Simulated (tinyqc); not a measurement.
Worked calculation: ballistic transport through the one-dimensional subbands of a rectangular nanowire or nanosheet channel. Computed by tinyqc, a small Python program that keeps every step. Command: `OMP_NUM_THREADS=1 python tinyqc.py 3017967 3017968 out.jsonl wire walk`. One thread of a shared host (Intel(R) Xeon(R) Processor @ 2.30GHz), about 0.03 s of CPU time with the checks. Intermediate numbers are printed to about 6 digits and carried at full precision; extremes and crossings named in words are read from the listed rows.

Hard walls, parabolic subbands, transport along x. Energies are counted from the bulk conduction band edge at the top of the barrier, which the gate pulls down by U; the source Fermi level lies at the bulk edge when U = 0.

Inputs (values chosen for the exercise, modelled on silicon):
```
quantity                                   value  unit
light mass m_t                              0.19   m_0
heavy mass m_l                               0.9   m_0
height a                                       4    nm
width b                                      8.7    nm
equivalent oxide thickness t                   2    nm
gate voltage above flat band V_G            0.64     V
drain voltage V_D                           0.05     V
temperature T                                300     K
mean free path for back-scattering lambda    130    nm
channel length L                             110    nm
```

Valleys: silicon [100] wire.

Constants: hbar^2/(2 m_0) = 3.80998212 eV angstrom^2; k_B = 8.617333262e-05 eV/K; m_0 = 9.1093837015e-31 kg; k_B = 1.380649e-23 J/K; hbar = 1.054571817e-34 J s; eps_0 = 8.8541878128e-12 F/m; e = 1.602176634e-19 C; h = 6.62607015e-34 J s.

## Subbands

E_pq = (hbar^2 pi^2/2)(p^2/(m_y b^2) + q^2/(m_z a^2)); valley pairs: (m_x, m_y, m_z) = (m_t, m_t, m_l), (m_t, m_l, m_t), (m_l, m_t, m_t), each with degeneracy g = 2; the 10 lowest subbands are kept.

Subbands:
```
valley axis  p  q  E (meV)  m_x (m_0)
z            1  1   52.261       0.19
y            1  1  129.214       0.19
z            1  2  130.600       0.19
z            2  1  130.703       0.19
y            2  1  145.774       0.19
x            1  1  149.842       0.90
y            3  1  173.374       0.19
z            2  2  209.043       0.19
y            4  1  212.015       0.19
x            2  1  228.284       0.90
```

The second subband lies 77.0 meV, or 2.98 k_B T, above the first; the lowest belongs to the valleys with the heavy mass across the height.

## Self-consistent barrier

F_j(eta) = (1/Gamma(j + 1)) int_0^infinity x^j/(1 + exp(x - eta)) dx, F_0 = ln(1 + exp(eta)). Integrals over x = E/(k_B T) use 160 Gauss-Legendre points in u = sqrt(x) from 0 to sqrt(max(eta, 0) + 32). With degeneracy g = 2, eta_i = (U - E_i)/(k_B T) and u = e V_D/(k_B T): line density n = sum_i g sqrt(2 m_x k_B T/pi)/(2 hbar) [F_-1/2(eta_i) + F_-1/2(eta_i - u)]; gate: e n = C_ox (V_G - U/e), C_ox = 3.9 eps_0 2 (a + b)/t (flat-plate estimate); I = (2 e k_B T/h) sum_i g [F_0(eta_i) - F_0(eta_i - u)].

C_ox = 438.548 aF/micrometre

U = 130.321 meV

Occupation:
```
subband         eta_i  n_i (1/nm)  I_i (microampere)
1         3.01952e+00    0.592668            6.77332
2         4.28304e-02    0.153517            2.30054
3        -1.07895e-02    0.148053            2.21979
4        -1.47720e-02    0.147652            2.21386
5        -5.97743e-01    0.096579            1.44931
6        -7.55077e-01    0.185775            1.28000
7        -1.66536e+00    0.039302            0.58586
8        -3.04508e+00    0.010716            0.15879
9        -3.16004e+00    0.009582            0.14196
10       -3.78937e+00    0.011250            0.07650
```

line density n = 1.39509 1/nm

ballistic current I = 17.1999 microampere

mean velocity I/(e n) = 0.769508 1e7 cm/s

2 of the subbands lie below the source Fermi level; the lowest carries 39 % of the current with 42 % of the charge. The gate spends 20 % of V_G on moving the bands.

## Conductance, capacitance and scattering

Linear conductance G = (2 e^2/h) sum_i g f(eta_i), g = 2, f = 1/(1 + exp(-eta_i)), with the barrier frozen at the eta_i above; current per perimeter I/(2(a + b)); with scattering, transmission lambda/(lambda + L) and low-bias resistance (1 + L/lambda)/G.

open modes sum g f = 6.79924

ballistic conductance = 526.812 microsiemens

current per perimeter = 677.163 microampere/micrometre

transmission = 0.541667

low-bias resistance with scattering = 3.50439 kiloohm

Even without scattering the wire has h/(2 e^2 M) = 1.90 kiloohm, which sits in the contacts.

## Gate sweep

Open modes are sum_i g/(1 + exp(-eta_i)). The last column is e dn/dV_G over C_ox, taken up to the next row.

Against the gate voltage:
```
V_G (V)   U (meV)     n (1/nm)  I (microampere)   open modes     C_g/C_ox
-0.250   -250.001  2.40404e-06      3.47221e-05  2.02640e-05  4.10768e-04
-0.150   -150.042  1.14840e-04      1.65867e-03  9.67874e-04  3.21454e-02
-0.028    -31.964  1.08494e-02      1.56908e-01  9.03623e-02  4.12262e-01
0.100      43.267  1.55290e-01      2.25545e+00  1.11877e+00  7.14333e-01
0.200      71.834  3.50817e-01      4.97391e+00  2.19382e+00  8.15422e-01
0.330      95.829  6.40974e-01      8.61867e+00  3.57080e+00  8.71245e-01
0.470     113.854  9.74842e-01      1.24919e+01  5.06190e+00  9.02464e-01
0.630     129.460  1.37008e+00      1.69226e+01  6.70107e+00  9.21270e-01
0.800     142.844  1.79877e+00      2.16212e+01  8.28407e+00  9.33587e-01
1.000     156.127  2.30985e+00      2.70211e+01  9.90311e+00            -
```

Between the first two rows the current rises one decade per 60 mV, against the limit ln(10) k_B T/e = 60 mV. Above threshold C_g/C_ox lies between 0.71 and 0.93: the quantum capacitance in series costs a visible part. In the last rows the tenth subband begins to fill, so the truncation shows.

Checks made by the program: density of the lowest subband against a direct sum over k (relative difference 1e-09).
